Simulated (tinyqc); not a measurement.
Electromigration in a confined line: Blech product, Korhonen stress evolution and Black's law. From one set of inputs to another, one input at a time. Computed by tinyqc, a small Python program. Command: `OMP_NUM_THREADS=1 python tinyqc.py 3025242 3025243 out.jsonl emigr ladder`. One thread of a shared host (Intel(R) Xeon(R) Processor @ 2.30GHz), about 0.01 s of CPU time with the checks.

The electron wind pushes atoms from the cathode (x = 0) to the anode (x = L); blocking ends build a back stress (tension positive). The input rho is taken not to change with temperature. d sigma/dt = d/dx [kappa (d sigma/dx + G)], with zero flux at both ends and sigma = sigma_0 at t = 0.

The inputs printed are set A. Set A is close to those used for ruthenium lines; the values taken over come from a set close to those used for copper lines. Inputs not listed in the table keep their values of set A, so the rows need not describe a real material.

Inputs (values chosen for the exercise, close to those used for ruthenium lines): resistivity rho = 11.3 micro-ohm cm; atomic volume Omega = 13.6 angstrom^3; effective charge number Z* = 1.7; prefactor D0 = 6.4e-07 m^2/s; activation energy E = 1.42 eV; effective modulus B = 52 GPa; critical stress sigma_c = 390 MPa; initial stress sigma_0 = 92 MPa; current density j = 1.5 MA/cm^2; line length L = 12 um; test temperature T = 270 C; time as a fraction of L^2/kappa, s = 0.036; use temperature T_u = 110 C; use current density j_u = 0.58 MA/cm^2; current exponent n = 1.5.

Start: thermal stress.

Constants: e = 1.602176634e-19 C; k_B = 8.617333262e-05 eV/K; k_B = 1.380649e-23 J/K.

Method:
- G = Z* e rho j/Omega; D = D0 exp(-E/(k_B T)); kappa = D B Omega/(k_B T); drift velocity of an unconfined line v = D Z* e rho j/(k_B T). SI: 1 micro-ohm cm = 1e-8 ohm m, 1 MA/cm^2 = 1e10 A/m^2.
- Temperatures in kelvin are T(C) + 273.15.
- At steady state sigma(x) = sigma_0 + G (L/2 - x). A void forms only if the cathode stress reaches sigma_c, that is if j L exceeds (j L)_c = 2 Omega (sigma_c - sigma_0)/(Z* e rho). Time scale tau = L^2/kappa.
- sigma(x, t) = sigma_0 + G L [1/2 - x/L - 4 sum_(m odd) cos(m pi x/L) exp(-m^2 pi^2 s)/(m pi)^2], s = t/tau, summed to m = 399.
- The terms at x = 0 are 4 exp(-m^2 pi^2 s)/(m pi)^2; tau = L^2/kappa.
- Median life t50 = A j^(-n) exp(E/(k_B T)); acceleration factor = t50(use)/t50(test) = (j/j_u)^n exp[(E/k_B)(1/T_u - 1/T)].

Each row keeps all changes above it:
```
input moved                                                 from              to     tau (h)  cathode stress at time s (MPa)  acceleration factor
set A                                                          -               -  9.9365e+03                          179.20           1.3217e+06
effective modulus B (GPa)                                     52              31  1.6668e+04                          179.20           1.3217e+06
effective charge number Z*                                   1.7               1  1.6668e+04                          143.30           1.3217e+06
prefactor D0 (m^2/s) and activation energy E (eV)  6.4e-07, 1.42  6.6e-08, 0.876  1.4483e+00                          143.30           1.0310e+04
test temperature T (C)                                       270             320  3.2652e-01                          143.30           4.9939e+04
line length L (um)                                            12              21  9.9998e-01                          181.77           4.9939e+04
current density j (MA/cm^2)                                  1.5             0.5  9.9998e-01                          121.92           9.6108e+03
```

Which inputs carry the difference?

tau goes from 9940 to 1.000, a factor 1.01e-4 in all. The largest single move comes from prefactor D0 with activation energy E (a factor 8.69e-5), and line length L works against it (a factor 3.06). Cathode stress at time s goes from 179 to 122, a factor 0.680 in all. The largest single move comes from current density j (a factor 0.671), and line length L works against it (a factor 1.27). Acceleration factor goes from 1.32e6 to 9610, a factor 0.00727 in all. The largest single move comes from prefactor D0 with activation energy E (a factor 0.00780), and test temperature T works against it (a factor 4.84). The single moves hold for this order of the switches; the total does not depend on the order.

Caution (all rows): the test j L lies below the critical product, so the line would not void in the test and the acceleration factor is formal. Caution (rows set A, effective modulus B, effective charge number Z*): an acceleration factor above a million assumes one mechanism over a range that no test covers. Caution (all rows): j_u L lies below the critical product, so the acceleration factor is formal: at use the line would not void.

Extremes, crossings and ranges named in words are read from the listed rows.
